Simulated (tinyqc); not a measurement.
What each parameter does: pair of shallow donors (hydrogen-like orbitals).

Each donor has the orbital exp(-r/a); energy unit Ha* = q/(eps a), q = e^2/(4 pi eps0), so that a lone donor is bound by Ha*/2; x = R/a. One electron: S = (1 + x + x^2/3) exp(-x), j = 1/x - (1 + 1/x) exp(-2x), k = (1 + x) exp(-x); levels E(+/-) = -1/2 - (j +/- k)/(1 +/- S) in Ha*, without the repulsion of the ions, split by D = |E(-) - E(+)|. In six valleys the overlaps S and k are multiplied by v = [cos(K Rx) + cos(K Ry) + cos(K Rz)]/3, K = k0 (2 pi/a_lat), for isotropic envelopes and the symmetric valley state.

Two electrons, Heitler-London: with S' = (1 - x + x^2/3) exp(x), C = 1/x - exp(-2x)(1/x + 11/8 + 3x/4 + x^2/6), X = (1/5){exp(-2x)(25/8 - 23x/4 - 3x^2 - x^3/3) + (6/x)[S^2 (0.5772157 + ln x) + S'^2 Ei(-4x) - 2 S S' Ei(-2x)]}, Q = C - 2j + 1/x and A = X - 2 S k + S^2/x, the singlet and triplet lie at (Q +/- w A)/(1 +/- w S^2) from two lone donors, with the valley weight w = v^2; the exchange is J = triplet - singlet.

Constants: e^2/(4 pi eps0) = 14.39964547 eV angstrom.

Parameters, chosen for this exercise (near those of two donors in Si; the results hold for these values, not for the real material):
```
symbol  value       unit        meaning
a       20          angstrom    orbital radius
eps     11.7                    dielectric constant
n       (24, 0, 0)  a_lat       separation vector
a_lat   5.431       angstrom    lattice constant
k0      0.858       2 pi/a_lat  valley position
```

x, D = |E(-) - E(+)| and J.

One parameter was then changed.

Results before and after:
```
case         x  D (meV)  J (micro-eV)
base     6.517   0.2954          3.55
changed  6.517   0.7026          20.1
```

Which of these changes was made? (a) n = (25, 0, 0) a_lat; (b) eps = 12.9; (c) a = 22 angstrom; (d) k0 = 0.838 2 pi/a_lat.

Answer: (d) k0 = 0.838 2 pi/a_lat. Of the candidates, run in turn, only this one gives the changed row.

All candidates:
```
case                       x  D (meV)  J (micro-eV)
base                   6.517   0.2954          3.55
a = 22 angstrom        5.925   0.4383          8.56
eps = 12.9             6.517   0.2680          3.22
k0 = 0.838 2 pi/a_lat  6.517   0.7026          20.1
n = (25, 0, 0) a_lat   6.789   0.2123          1.84
```

Computed by tinyqc, a small Python program: `OMP_NUM_THREADS=1 python tinyqc.py 1280226 1280227 out.jsonl` (the numbers bound the seed that draws the inputs); one thread of a shared host (Intel(R) Xeon(R) Processor @ 2.30GHz), about 0.01 s for the whole set of steps.
